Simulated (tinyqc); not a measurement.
# Trap density and cross-section from triangular pulses

Problem. In charge pumping, for a flat interface trap density D0 and a symmetric triangular wave, Qcp = -2 q A D0 Vt ln[vth s ni (dV/Va)/(2 f)], with s the geometric mean cross-section. Find D0, the frequency f0 where the line meets zero, and s.

Parameters, values chosen for the exercise: temperature T = 300 K; gate area A = 0.33 um^2; thermal velocity at 300 K, one nominal value for electrons and holes vth = 1.4e7 cm/s; Vth - Vfb dV = 0.99 V; pulse height Va = 2.5 V.

Constants: q = 1.602176634e-19 C, kB = 1.380649e-23 J/K, Vt = kB T/q. Results are converted to the units shown.

Qcp at f = 10000 and 1e6 Hz (fC): [0.0027120098, 0.0044744817]
ni = 1.5542791e10 cm^-3

Answer. Qcp is linear in ln f: the slope gives D0 and the zero gives s = 2 f0 Va/(vth ni dV).

D0 = 1.40e10 cm^-2 eV^-1
f0 = 8.37 Hz
s = 1.94e-16 cm^2

Numbers from tinyqc (`OMP_NUM_THREADS=1 python tinyqc.py 2030025 2030026 out.jsonl`; about 0.01 s on one thread of a shared Intel Xeon 2.30GHz).
